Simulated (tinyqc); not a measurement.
# Polarisation and half-bias from two TMR values

Question. A tunnel junction has TMR = TMR0/(1 + (V/Vh)^2), TMR0 = 2 P1 P2/(1 - P1 P2). Find TMR0, Vh and P2.

Inputs (values chosen for the exercise):

| symbol | value | unit | meaning |
|---|---|---|---|
| P1 | 0.52 |  | spin polarisation of the reference layer |

TMR at 0.1 and 0.6 V (%): [73.739181, 35.424583]

Solution. 1/TMR is linear in V^2, and P1 P2 = TMR0/(2 + TMR0).

TMR0 = 76.09 %
Vh = 0.5600 V
P2 = 0.5300

Program tinyqc, `OMP_NUM_THREADS=1 python tinyqc.py 2450114 2450115 out.jsonl`; Intel Xeon 2.30GHz, shared host, one thread, about 0.01 s.
